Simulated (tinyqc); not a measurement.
Inverter chain driving a load.

N inverters, each f = Hc^(1/N) times larger than the one before: delay tau N (f + pp). Switched capacitance in units of the first input, with output capacitance pp times the input: Hc + (1 + pp)(Hc - 1)/(f - 1).

Parameters, values chosen for the exercise:
```
symbol,value,unit,meaning
Hc,2400,,load over the input capacitance of the chain
pp,1,,parasitic delay of an inverter
tau,5.1,ps,delay unit
```

Result of one run:

| N | f | delay (ps) | switched capacitance |
|---|---|---|---|
| 8 | 2.646 | 148.7 | 5316 |

What becomes of these results when the number of stages N is changed from 8 to 6, all else the same?

Result of the changed run:

| N | f | delay (ps) | switched capacitance |
|---|---|---|---|
| 6 | 3.659 | 142.6 | 4204 |

The whole series:

| N | f | delay (ps) | switched capacitance |
|---|---|---|---|
| 3 | 13.39 | 220.1 | 2787 |
| 4 | 6.999 | 163.2 | 3200 |
| 5 | 4.743 | 146.4 | 3682 |
| 6 | 3.659 | 142.6 | 4204 |
| 7 | 3.040 | 144.2 | 4752 |
| 8 | 2.646 | 148.7 | 5316 |
| 9 | 2.375 | 154.9 | 5891 |
| 10 | 2.178 | 162.1 | 6474 |

The delay goes from 220 through a minimum of 143 (at N = 6 among the rows listed) to 162 ps. The best stage effort solves pp + rho (1 - ln rho) = 0, rho = 3.59, which gives N = ln Hc/ln rho = 6.09. One stage fewer than the best costs 2.7 % in delay and saves 12 % of the switched capacitance.

tinyqc, about 0.01 s, one thread, Intel Xeon 2.30GHz (shared host): `OMP_NUM_THREADS=1 python tinyqc.py 2082166 2082167 out.jsonl`
